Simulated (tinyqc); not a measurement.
From a target to a composition: model-solid line-up of a strained alloy layer on a substrate.

Problem. A layer of the alloy is strained to the substrate, and its gap (Ec minus the top valence edge) is given. Find x between 0.12 and 0.93, where the gap is monotonic.

All values of the alloy are linear in x but the gap, Eg(x) = (1 - x) Eg_A + x Eg_B - C x (1 - x), and the valence edge, Ev(x) = (1 - x) Ev_A + x Ev_B + fv C x (1 - x); Ec = Ev + Eg. Ev is the top of the unstrained valence band on a scale common to all materials. In the layer only the Gamma valley of the conduction band is followed, also where an X or L valley would lie lower.

Coherent growth on a (001) face: e_par = (a_s - a)/a, e_perp = -2 (C12/C11) e_par; exx = eyy = e_par, ezz = e_perp, no shear.

Strained edges: Ec + ac tr(e); the valence edges are Ev plus the levels of the 6 x 6 matrix of X, Y, Z times spin with -Dso/3 + l exx + m (eyy + ezz) on the diagonal (cyclic), n exy off it, l = av + 2 b, m = av - b, n = sqrt(3) d. Spin-orbit term (Dso/3) L.sigma on X, Y, Z with (L_k)_ij = -i epsilon_kij: <X+|H|Y+> = -i Dso/3, <X+|H|Z-> = Dso/3, <Y+|H|Z-> = -i Dso/3, <Z+|H|X-> = -Dso/3, <Z+|H|Y-> = i Dso/3, <X-|H|Y-> = i Dso/3, and their conjugates; + and - are the spin along z.

Inputs chosen for the exercise (A near GaP, B near InP, substrate near GaAs; the results hold for these values, not for the real material):

| symbol | value | unit | meaning |
|---|---|---|---|
| a | (5.445, 5.861) | angstrom | lattice constant of A, B |
| Eg | (2.897, 1.41) | eV | gap at Gamma to the s-like level of A, B |
| Dso | (0.079, 0.107) | eV | spin-orbit splitting of A, B |
| Ev | (-1.27, -0.94) | eV | top of the unstrained valence band of A, B |
| ac | (-8.18, -5.99) | eV | conduction deformation potential of A, B |
| av | (1.7, 0.59) | eV | valence hydrostatic potential of A, B |
| b | (-1.58, -2.01) | eV | tetragonal shear potential of A, B |
| d | (-4.63, -5.03) | eV | trigonal shear potential of A, B |
| C11 | (141.1, 102.4) | GPa | of A, B |
| C12 | (61.9, 56.1) | GPa | of A, B |
| C44 | (69.9, 46.1) | GPa | of A, B |
| C | 0.771 | eV | bowing of the gap |
| fv | 0.2 |  | share of the bowing taken by the valence edge |
| a_s | 5.659 | angstrom | substrate |
| face | 001 |  | growth face |

strained gap = 2.019459 eV

Find: x; e_par; gap of the relaxed alloy.

Solution. Bisect on x; the strained gap is 2.1625 eV at x = 0.12 and 1.5288 eV at x = 0.93.

x = 0.360
e_par = 1.148 %
gap of the relaxed alloy = 2.184 eV

Computed by tinyqc, a small Python program: `OMP_NUM_THREADS=1 python tinyqc.py 1080735 1080736 out.jsonl` (the numbers bound the seed that draws the inputs); one thread of a shared host (Intel(R) Xeon(R) Processor @ 2.30GHz), about 0.01 s for the whole set of steps.
